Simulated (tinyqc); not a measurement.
# Changing the nearest-neighbour distance d

Model: rigid-ion and shell models of the dielectric response of an ionic crystal. Computed by tinyqc, a small Python program. Command: `OMP_NUM_THREADS=1 python tinyqc.py 3024729 3024730 out.jsonl shell sweep`. One thread of a shared host (Intel(R) Xeon(R) Processor @ 2.30GHz), about 0.01 s of CPU time with the checks.

Charges +Z and -Z; 4 nearest neighbours, Madelung constant M = 1.638055, volume per ion pair Omega = 3.079201 d^3. Energy per pair U = -M Z^2 e2/d + 4 A exp(-d/rho), e2 = e^2/(4 pi eps_0). In the shell model the anion is a core of charge Y - Z and a massless shell of charge -Y, joined by the spring k; the repulsion acts on the shell. Each ion feels the Lorentz field E + (4 pi/3) P (Gaussian units).

Inputs (values chosen for the exercise, for a model crystal):

| quantity | value | unit |
|---|---|---|
| ionic charge Z | 1 | e |
| hardness d/rho | 10.7 | - |
| cation mass | 160 | u |
| anion mass | 14.007 | u |
| shell charge size Y | 2.05 | e |
| core-shell spring k | 24.7 | eV/angstrom^2 |
| cation polarisability alpha_+ | 0.58 | angstrom^3 |

Structure: zinc blende.

Constants: e^2/(4 pi eps_0) = 14.39964548 eV angstrom; 1 eV/angstrom^3 = 160.2176634 GPa; nu for 1 eV/(angstrom^2 u) = 15.6333042 THz; 1 THz = 33.35640952 1/cm.

Method:
- Zero pressure fixes 4 A exp(-d/rho) = M Z^2 e2 rho/d^2. Then U = -(M Z^2 e2/d)(1 - rho/d), B = M Z^2 e2 (d/rho - 2)/(9 Omega d), and the spring of one sublattice against the other is R = (1/3) x (Laplacian of the repulsion summed over neighbours) = M Z^2 e2 (d/rho - 2)/(3 d^3), so R = 3 B Omega/d^2.
- Eliminating the shell gives the anion polarisability alpha_- = Y^2 e2/(k + R), the Szigeti charge Z_S = Z - Y R/(k + R) and the softened spring R' = k R/(k + R). With b = 4 pi (alpha_+ + alpha_-)/(3 Omega): eps_inf = (1 + 2b)/(1 - b) (Clausius-Mossotti); Born charge Z* = Z_S (eps_inf + 2)/3.
- mu lambda_TO = R' - (4 pi e2/(3 Omega)) Z_S^2/(1 - b); mu lambda_LO = mu lambda_TO + 4 pi e2 Z*^2/(eps_inf Omega); eps_s = eps_inf lambda_LO/lambda_TO.
- lambda in eV/(angstrom^2 u) gives the wavenumber 15.6333042 x 33.35640952 x sqrt(lambda); mu is the reduced mass.

One run for each value:

| nearest-neighbour distance d (angstrom) | eps_s | eps_inf | omega_TO (1/cm) | bulk modulus B (GPa) |
|---|---|---|---|---|
| 2.50 | 2.9409 | 1.9046 | 249.10 | 30.372 |
| 2.65 | 2.8058 | 1.7420 | 229.35 | 24.057 |
| 2.79 | 2.7093 | 1.6251 | 213.08 | 19.580 |
| 2.94 | 2.6284 | 1.5266 | 197.61 | 15.880 |
| 3.09 | 2.5644 | 1.4483 | 183.87 | 13.014 |
| 3.23 | 2.5162 | 1.3891 | 172.39 | 10.900 |
| 3.38 | 2.4739 | 1.3369 | 161.34 | 9.090 |
| 3.53 | 2.4391 | 1.2939 | 151.39 | 7.641 |
| 3.67 | 2.4119 | 1.2602 | 142.99 | 6.540 |

Over the rows, eps_s falls from 2.94 to 2.41 (exponent d ln y / d ln x -0.81 between the first rows and -0.29 between the last); eps_inf falls from 1.90 to 1.26 (exponent d ln y / d ln x -1.5 between the first rows and -0.68 between the last); omega_TO (1/cm) falls from 249 to 143 (exponent d ln y / d ln x about -1.4 throughout). The exponent of bulk modulus B stays at -4: B is an energy ~ 1/d over a volume ~ d^3. d/rho, k and the cation polarisability are held fixed, so each row is a different crystal at zero pressure, not one crystal under strain.
